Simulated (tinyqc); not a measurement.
Effective mass of the light-hole band from tabulated energies: one step. The non-parabolic form. The numbers come from values chosen for the exercise (band of an eight-band Kane model near CdTe).

c = hbar^2/2m0. A uniform scatter of up to 0.1 meV has been added to mimic numerical noise.
Constants: hbar^2/2m0 = 3.80998211 eV angstrom^2.

Energies along [110], from the band edge downward:
```
k (1/angstrom)     E (meV)
0.0000000         0.000000
0.0120000         4.909400
0.0240000        19.764500
0.0360000        43.417600
0.0480000        74.938800
0.0600000       112.696700
0.0720000       155.807500
0.0840000       202.400600
0.0960000       251.233000
```

reference mass (curvature of the model at k = 0.0001 1/angstrom) = 0.1093570 m0

Question. E (1 + alpha E) = c k^2/m means that y = c k^2/E is a straight line in E with intercept m and slope m alpha. Fit the line by unweighted least squares over points 1 to 8, E in eV.

Give: y; m; alpha.

Answer.

y (m0): [0.11175, 0.11103, 0.11373, 0.11714, 0.12171, 0.12677, 0.13282, 0.13976]

m = 0.10913 m0
alpha = 1.077 1/eV

The intercept errs by -0.21 %. For this band the scale of alpha is set by Dso = 0.913 eV as well as by the gap.

tinyqc: `OMP_NUM_THREADS=1 python tinyqc.py 1850081 1850082 out.jsonl`; about 0.01 s, one thread, shared Intel(R) Xeon(R) Processor @ 2.30GHz.
